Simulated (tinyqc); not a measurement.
Band gaps under pressure and temperature from deformation potentials: one step. Gaps at P and T. Three cases, with inputs chosen for the exercise.

Question. Give both shifts and the gaps.

Murnaghan: V/V0 = (1 + Bp P/B0)^(-1/Bp), B0 = (C11 + 2 C12)/3. Each gap moves by a ln(V/V0) with its volume potential a, and falls with temperature by aV T^2/(T + bV) (Varshni); the two effects are added. No change of phase is considered.

Give: pressure shifts; temperature shifts; gaps.

Case 1.

Values chosen (near those of AlAs, the X and L potentials typical of such crystals; the results hold for these values, not for the real material): Eg = 3.148 eV (gap at Gamma to the s-like level at 0 K, 0 GPa); EgX = 2.27 eV (gap to X at 0 K, 0 GPa); EgL = 2.465 eV (gap to L at 0 K, 0 GPa); aG = -8.05 eV (volume potential of the Gamma gap); aX = 1.75 eV (volume potential of the X gap); aL = -3.85 eV (volume potential of the L gap); aV = (0.9, 0.713, 0.602) meV/K (Varshni alpha of Gamma, X, L); bV = (492, 569, 217) K (Varshni beta of Gamma, X, L); T = 500 K (temperature).

ln(V/V0) = -0.0212325

Answer.

pressure shifts (eV): Gamma 0.1709, X -0.0372, L 0.0817

temperature shifts (eV): Gamma -0.2268, X -0.1667, L -0.2099

gaps (eV): Gamma 3.0921, X 2.0661, L 2.3368

The lowest valley is X (indirect gap), 271 meV below L; at 0 K and 0 GPa it is X.

Case 2.

Values chosen (near those of GaSb, the X and L potentials typical of such crystals; the results hold for these values, not for the real material): Eg = 0.827 eV (gap at Gamma to the s-like level at 0 K, 0 GPa); EgX = 1.141 eV (gap to X at 0 K, 0 GPa); EgL = 0.863 eV (gap to L at 0 K, 0 GPa); aG = -8.41 eV (volume potential of the Gamma gap); aX = 1.21 eV (volume potential of the X gap); aL = -3.59 eV (volume potential of the L gap); aV = (0.425, 0.454, 0.623) meV/K (Varshni alpha of Gamma, X, L); bV = (141, 88, 151) K (Varshni beta of Gamma, X, L); T = 77 K (temperature).

ln(V/V0) = -0.0138849

Answer.

pressure shifts (eV): Gamma 0.1168, X -0.0168, L 0.0498

temperature shifts (eV): Gamma -0.0116, X -0.0163, L -0.0162

gaps (eV): Gamma 0.9322, X 1.1079, L 0.8966

The lowest valley is L (indirect gap), 36 meV below Gamma; at 0 K and 0 GPa it is Gamma.

Case 3.

Values chosen (near those of GaAs, the X and L potentials typical of such crystals; the results hold for these values, not for the real material): Eg = 1.505 eV (gap at Gamma to the s-like level at 0 K, 0 GPa); EgX = 1.994 eV (gap to X at 0 K, 0 GPa); EgL = 1.809 eV (gap to L at 0 K, 0 GPa); aG = -8.23 eV (volume potential of the Gamma gap); aX = 2.18 eV (volume potential of the X gap); aL = -2.89 eV (volume potential of the L gap); aV = (0.518, 0.457, 0.579) meV/K (Varshni alpha of Gamma, X, L); bV = (212, 219, 203) K (Varshni beta of Gamma, X, L); T = 77 K (temperature).

ln(V/V0) = -0.0642227

Answer.

pressure shifts (eV): Gamma 0.5286, X -0.1400, L 0.1856

temperature shifts (eV): Gamma -0.0106, X -0.0092, L -0.0123

gaps (eV): Gamma 2.0229, X 1.8448, L 1.9823

The lowest valley is X (indirect gap), 138 meV below L; at 0 K and 0 GPa it is Gamma.

Computed by tinyqc, one run a case: `OMP_NUM_THREADS=1 python tinyqc.py N N+1 out.jsonl` with N = 1050735, 1050875, 1051183; one thread of a shared Intel(R) Xeon(R) Processor @ 2.30GHz, about 0.01 s a run at most.
